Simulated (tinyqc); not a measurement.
Doping and offset from the band bending.

Problem. An n-N heterojunction in equilibrium with Boltzmann electrons and no holes obeys er1 N1 g(u1/Vt) = er2 N2 g(-u2/Vt), g(t) = exp(t) - t - 1, where u1 = psi_j - psi_L and u2 = psi_R - psi_j, and u1 + u2 = dEc + Vt ln(N2 Nc1/(N1 Nc2)). Find N2 and dEc.

Parameters, values chosen for the exercise; band and dielectric values close to those of InP and In0.53Ga0.47As:
```
symbol,value,unit,meaning
T,300,K,temperature
er1,12.4,,relative permittivity of material 1
Nc1,5.77e17,cm^-3,conduction-band density of states of material 1
er2,14.1,,relative permittivity of material 2
Nc2,2.11e17,cm^-3,conduction-band density of states of material 2
N1,1.9e16,cm^-3,donor density of material 1
```

Constants: q = 1.602176634e-19 C, kB = 1.380649e-23 J/K, Vt = kB T/q. Results are converted to the units shown.

bending psi_j - psi_L = -0.15702399 V
bending psi_R - psi_j = -0.066286297 V

Answer. Continuity of D gives N2 directly; the sum of the bendings then gives the offset.

N2 = 9.00e15 cm^-3
dEc = -0.230 eV

Computed by the program tinyqc: `OMP_NUM_THREADS=1 python tinyqc.py 2040054 2040055 out.jsonl`, one thread of a shared Intel Xeon 2.30GHz, about 0.01 s for the whole run.
